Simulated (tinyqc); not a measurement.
Finite-size error of a charged defect in a periodic cell: Madelung and Makov-Payne terms. From finite-size error back to dielectric constant eps. Computed by tinyqc, a small Python program. Command: `OMP_NUM_THREADS=1 python tinyqc.py 3009133 3009134 out.jsonl imagecharge inv`. One thread of a shared host (Intel(R) Xeon(R) Processor @ 2.30GHz), about 0.09 s of CPU time with the checks.

L is the cube root of the cell volume. The defect charge is a Gaussian, rho(r) = q (2 pi sigma^2)^(-3/2) exp(-r^2/2 sigma^2), repeated periodically in a uniform neutralising background and screened by a continuum. The model cell energy is E(L) = E_0 + [periodic - isolated electrostatic energy].

Inputs (values chosen for the exercise, with screening close to that of ZnSe):
```
quantity                                     value      unit
charge q                                         1         e
cell length L                                 9.58  angstrom
width sigma of the defect charge               1.7  angstrom
formation energy of the isolated defect E_0  4.591        eV
```

Supercell lattice: fcc. Screening: isotropic.

Constants: e^2/(4 pi eps_0) = 14.39964548 eV angstrom.

Method. Periodic energy of the Gaussian: (2 pi q^2/V) sum_(G != 0) exp(-sigma^2 G^2)/(G.eps.G) x e^2/(4 pi eps_0), n_i = -k..k with k = max(9, L/sigma rounded up). Isolated energy: q^2/(2 sqrt(pi) sigma) <1/(n.eps.n)> e^2/(4 pi eps_0), the mean over directions n, here 1/eps.

Question. A run gave the result below. Find the dielectric constant eps, known to lie between 6.6 and 15.

finite-size error = -0.2242188 eV

Answer.

Each step takes the trial c = (a f_b - b f_a)/(f_b - f_a), f being the result less the target and a, b, c the logarithms of the listed values; c replaces end b, the old b replaces a if the sign of f changed, and otherwise f_a is halved.

Scan of the range:
```
dielectric constant eps  finite-size error (eV)
6.60                                  -0.283841
7.57                                  -0.247470
8.68                                  -0.215824
9.95                                  -0.188276
11.40                                 -0.164329
13.10                                 -0.143004
15.00                                 -0.124890
```

False position (Illinois rule, in the logarithm of the input) inside the bracket:
```
step    end a    end b    trial  finite-size error (eV)
1     7.57000  8.68000  8.37058               -0.223801
2     7.57000  8.37058  8.34147               -0.224583
3     8.37058  8.34147  8.35501               -0.224218
4     8.34147  8.35501  8.35500               -0.224219
5     8.34147  8.35500  8.35500               -0.224219
6     8.35500  8.35500  8.35500               -0.224219
```

Finite-size error rises at every point of a 13-point scan of the range (every second point is shown), so one value fits; it is bracketed by 7.57 and 8.68. The scan shows a pure power law with exponent -1.000, so scaling from any one row also gives the answer directly. Answer: dielectric constant eps = 8.355.
